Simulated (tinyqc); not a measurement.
Scattering rates of a carrier in a spherical band by Fermi's golden rule: one step, computed by the program tinyqc. Command: `OMP_NUM_THREADS=1 python tinyqc.py 3019351 3019352 out.jsonl scatter walk`. One thread of a shared host (Intel(R) Xeon(R) Processor @ 2.30GHz), about 0.01 s of CPU time with the checks.

All processes here are isotropic or elastic, and the rate listed is the momentum relaxation rate.

Task: Acoustic phonons. Kane band: hbar^2 k^2/(2 m) = E (1 + alpha E), speed v = hbar k/(m (1 + 2 alpha E)), states per spin, volume and energy g(E) = m k (1 + 2 alpha E)/(2 pi^2 hbar^2); overlap factors are set to 1. Masses are multiplied by m_0 and all formulas are in SI units. Acoustic deformation potential (elastic, equipartition, absorption and emission together): 1/tau = 2 pi k_B T D_A^2 g(E)/(hbar rho v_l^2).

Inputs (values chosen for the exercise, modelled on holes in germanium):
```
quantity                                value    unit
density-of-states mass of one valley m  0.305     m_0
non-parabolicity alpha                   0.27    1/eV
density rho                              5323  kg/m^3
sound velocity v_l                       5270     m/s
acoustic deformation potential D_A        4.6      eV
temperature T                             350       K
carrier energy E                          350     meV
```

Crystal: non-polar. Band: Kane. Impurity formula: Brooks-Herring. Further scattering: none.

Constants: k_B = 1.380649e-23 J/K; e = 1.602176634e-19 C; hbar = 1.054571817e-34 J s; m_0 = 9.1093837015e-31 kg.

Give: acoustic rate.

Result:

acoustic rate = 2.7876e+12 1/s
